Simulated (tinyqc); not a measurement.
Six-band Luttinger-Kohn model with strain: one step. The Hamiltonian. Four cases, with inputs chosen for the exercise.

Question. Each term is the sum of its two parts.

Six-band Luttinger-Kohn model in the basis |3/2,3/2>, |3/2,1/2>, |3/2,-1/2>, |3/2,-3/2>, |1/2,1/2>, |1/2,-1/2>, electron energies, zero at the top of the unstrained valence band. H = -[rows: (P+Q, -S, R, 0, -S/r2, r2 R); (-S*, P-Q, 0, R, -r2 Q, r32 S); (R*, 0, P-Q, S, r32 S*, r2 Q); (0, R*, S*, P+Q, -r2 R*, -S*/r2); (-S*/r2, -r2 Q, r32 S, -r2 R, P+Dso, 0); (r2 R*, r32 S*, r2 Q, -S/r2, 0, P+Dso)], r2 = sqrt(2), r32 = sqrt(3/2). Levels are twofold.

Give: H(k).

Case 1.

Values chosen (out of a larger set: near those of Ge; not measured data): Dso = 0.29 eV (spin-orbit splitting).

Terms (eV):
```
term                 from k  from strain
P                 0.0395290    0.0077981
Q                 0.0125653    0.0447397
R     -0.0161546+0.0194911i    0.0000000
S                 0.0000000    0.0000000
```

Answer.

H(k) (eV):
```
                 3/2,3/2         3/2,1/2        3/2,-1/2         3/2,-3/2          1/2,1/2        1/2,-1/2
3/2,3/2          -0.1046               0  0.0162-0.0195i                0                0  0.0228-0.0276i
3/2,1/2                0          0.0100               0   0.0162-0.0195i           0.0810               0
3/2,-1/2  0.0162+0.0195i               0          0.0100                0                0         -0.0810
3/2,-3/2               0  0.0162+0.0195i               0          -0.1046  -0.0228-0.0276i               0
1/2,1/2                0          0.0810               0  -0.0228+0.0276i          -0.3373               0
1/2,-1/2  0.0228+0.0276i               0         -0.0810                0                0         -0.3373
```

Case 2.

Values chosen (out of a larger set: near those of AlAs; not measured data): Dso = 0.272 eV (spin-orbit splitting).

Terms (eV):
```
term                from k           from strain
P                0.0260671            -0.0225414
Q                0.0056548             0.0000000
R     0.0066667+0.0125130i            0.0240037i
S                0.0000000  0.0240037-0.0240037i
```

Answer.

H(k) (eV):
```
                  3/2,3/2          3/2,1/2         3/2,-1/2         3/2,-3/2          1/2,1/2         1/2,-1/2
3/2,3/2           -0.0092   0.0240-0.0240i  -0.0067-0.0365i                0   0.0170-0.0170i  -0.0094-0.0516i
3/2,1/2    0.0240+0.0240i           0.0021                0  -0.0067-0.0365i           0.0080  -0.0294+0.0294i
3/2,-1/2  -0.0067+0.0365i                0           0.0021  -0.0240+0.0240i  -0.0294-0.0294i          -0.0080
3/2,-3/2                0  -0.0067+0.0365i  -0.0240-0.0240i          -0.0092   0.0094-0.0516i   0.0170+0.0170i
1/2,1/2    0.0170+0.0170i           0.0080  -0.0294+0.0294i   0.0094+0.0516i          -0.2755                0
1/2,-1/2  -0.0094+0.0516i  -0.0294-0.0294i          -0.0080   0.0170-0.0170i                0          -0.2755
```

Case 3.

Values chosen (out of a larger set: near those of GaSb; not measured data): Dso = 0.796 eV (spin-orbit splitting).

Terms (eV):
```
term                 from k  from strain
P                 0.2205636    0.0093142
Q                -0.0223067    0.0877597
R     -0.0131929+0.0974172i    0.0000000
S      0.1309044-0.1102353i    0.0000000
```

Answer.

H(k) (eV):
```
                 3/2,3/2          3/2,1/2         3/2,-1/2         3/2,-3/2          1/2,1/2         1/2,-1/2
3/2,3/2          -0.2953   0.1309-0.1102i   0.0132-0.0974i                0   0.0926-0.0779i   0.0187-0.1378i
3/2,1/2   0.1309+0.1102i          -0.1644                0   0.0132-0.0974i           0.0926  -0.1603+0.1350i
3/2,-1/2  0.0132+0.0974i                0          -0.1644  -0.1309+0.1102i  -0.1603-0.1350i          -0.0926
3/2,-3/2               0   0.0132+0.0974i  -0.1309-0.1102i          -0.2953  -0.0187-0.1378i   0.0926+0.0779i
1/2,1/2   0.0926+0.0779i           0.0926  -0.1603+0.1350i  -0.0187+0.1378i          -1.0259                0
1/2,-1/2  0.0187+0.1378i  -0.1603-0.1350i          -0.0926   0.0926-0.0779i                0          -1.0259
```

Case 4.

Values chosen (out of a larger set: near those of GaSb; not measured data): Dso = 0.783 eV (spin-orbit splitting).

Terms (eV):
```
term                from k           from strain
P                0.0769493            -0.0095095
Q                0.0268846             0.0000000
R     0.0377517+0.0353943i            0.0341765i
S     0.0009566-0.0029495i  0.0341765-0.0341765i
```

Answer.

H(k) (eV):
```
                  3/2,3/2          3/2,1/2         3/2,-1/2         3/2,-3/2          1/2,1/2         1/2,-1/2
3/2,3/2           -0.0943   0.0351-0.0371i  -0.0378-0.0696i                0   0.0248-0.0263i  -0.0534-0.0984i
3/2,1/2    0.0351+0.0371i          -0.0406                0  -0.0378-0.0696i           0.0380  -0.0430+0.0455i
3/2,-1/2  -0.0378+0.0696i                0          -0.0406  -0.0351+0.0371i  -0.0430-0.0455i          -0.0380
3/2,-3/2                0  -0.0378+0.0696i  -0.0351-0.0371i          -0.0943   0.0534-0.0984i   0.0248+0.0263i
1/2,1/2    0.0248+0.0263i           0.0380  -0.0430+0.0455i   0.0534+0.0984i          -0.8504                0
1/2,-1/2  -0.0534+0.0984i  -0.0430-0.0455i          -0.0380   0.0248-0.0263i                0          -0.8504
```

Computed by tinyqc, one run a case: `OMP_NUM_THREADS=1 python tinyqc.py N N+1 out.jsonl` with N = 1050018, 1050073, 1050272, 1050333; one thread of a shared Intel(R) Xeon(R) Processor @ 2.30GHz, about 0.3 s a run at most.
